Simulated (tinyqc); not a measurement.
CMOS latch-up, two-transistor model: one step of the calculation.

A parasitic pnp (emitter at Vdd, base shunted by Rw) and npn (emitter at ground, base shunted by Rs) feed each other: the npn collector current flows out of the pnp base node, the pnp collector current into the npn base node. Forward-active transistors with constant gains: Icn = Isn exp(Vn/Vt), Icp = Isp (exp(Vp/Vt) - 1). A current Ii is injected into the npn base node.

Problem. Holding current and voltage. On state with both base-emitter voltages at Von: npn base current Ib = (Von/Rs + bp Von/Rw)/(bn bp - 1), holding current Ih = (bn + 1) Ib + Von/Rs, holding voltage Vh = Vsat + Von + R2 (Ib + Von/Rs).

Parameters, values chosen for the exercise; values close to those of bulk CMOS:
- bn = 11 (current gain of the npn)
- bp = 2.6 (current gain of the pnp)
- Rs = 88 ohm (substrate resistance shunting the npn)
- Rw = 670 ohm (well resistance shunting the pnp)
- R2 = 400 ohm (resistance from the pnp collector to the npn base)
- Von = 0.73 V (base-emitter voltage in the on state)
- Vsat = 0.17 V (saturation voltage)
- Vdd = 3.3 V (supply voltage)

Find: bn bp; Ib; Ih; Vh.

Solution.

bn bp = 28.60
Ib = 0.4032 mA
Ih = 13.13 mA
Vh = 4.379 V

Vh is above Vdd = 3.3 V, so the supply cannot sustain a latched state.

tinyqc, about 0.06 s, one thread, Intel Xeon 2.30GHz (shared host): `OMP_NUM_THREADS=1 python tinyqc.py 2670114 2670115 out.jsonl`
